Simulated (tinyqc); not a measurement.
What each parameter does: quantum well in an electric field by finite differences.

Finite differences on points z_i at the centres of cells of width h: H_ii = (c/h^2)(1/m_(i-1/2) + 1/m_(i+1/2)) + V_i, H_(i,i+1) = -(c/h^2)/m_(i+1/2), where m_(i+1/2) is the mean of the masses at the two points (the end values are repeated outwards), psi = 0 on the points beyond both ends, c = hbar^2/2m0. The field adds e F (z - z0) with z0 the middle of the structure; 1 kV/cm = 1e-5 eV/angstrom.

Constants: hbar^2/2m0 = 3.80998211 eV angstrom^2.

Inputs chosen for the exercise (near those of a strained Si well in SiGe; shifted at random, so the results belong to these values and not to a real crystal):
- Lw = 18 angstrom (well width)
- Lb = 12 angstrom (each outer barrier)
- V0 = 0.17 eV (barrier height)
- mw = 0.918 m0 (mass in the well)
- mb = 0.884 m0 (mass in the barriers)
- F = 68 kV/cm (field along z)
- hf = 0.1875 angstrom (cell width of the fine grid)

Three layers: barrier, well, barrier; fine grid. The Stark shift is E1(F) - E1(0).

One parameter was then changed.

Results before and after:
```
case     E1 (eV)  E2 - E1 (meV)  Stark shift (meV)  <z - z0> (angstrom)
base      0.0521          132.3              -0.11                -0.32
changed   0.0519          132.3              -0.25                -0.48
```

Which of these changes was made? (a) mw = 1.0557 m0; (b) mb = 1.0608 m0; (c) F = 102 kV/cm; (d) V0 = 0.136 eV; (e) Lb = 15 angstrom; (f) Lw = 21 angstrom.

Answer: (c) F = 102 kV/cm. Of the candidates, run in turn, only this one gives the changed row.

All candidates:
```
case              E1 (eV)  E2 - E1 (meV)  Stark shift (meV)  <z - z0> (angstrom)
base               0.0521          132.3              -0.11                -0.32
Lw = 21 angstrom   0.0427          113.9              -0.15                -0.43
Lb = 15 angstrom   0.0514          125.0              -0.12                -0.36
V0 = 0.136 eV      0.0482          121.0              -0.13                -0.39
mw = 1.0557 m0     0.0495          124.4              -0.11                -0.32
mb = 1.0608 m0     0.0491          129.3              -0.11                -0.33
F = 102 kV/cm      0.0519          132.3              -0.25                -0.48
```

tinyqc: `OMP_NUM_THREADS=1 python tinyqc.py 1282780 1282781 out.jsonl`; about 0.01 s, one thread, shared Intel(R) Xeon(R) Processor @ 2.30GHz.
